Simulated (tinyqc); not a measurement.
# Polarisation and half-bias from two TMR values

Problem. A tunnel junction has TMR = TMR0/(1 + (V/Vh)^2), TMR0 = 2 P1 P2/(1 - P1 P2). Find TMR0, Vh and P2.

Parameters, values chosen for the exercise:
```
symbol  value  unit                                   meaning
P1       0.51        spin polarisation of the reference layer
```

TMR at 0.1 and 0.4 V (%): 70.167188  49.452608

Solution. 1/TMR is linear in V^2, and P1 P2 = TMR0/(2 + TMR0).

TMR0 = 72.18 %
Vh = 0.5900 V
P2 = 0.5200

tinyqc, about 0.01 s, one thread, Intel Xeon 2.30GHz (shared host): `OMP_NUM_THREADS=1 python tinyqc.py 2450039 2450040 out.jsonl`
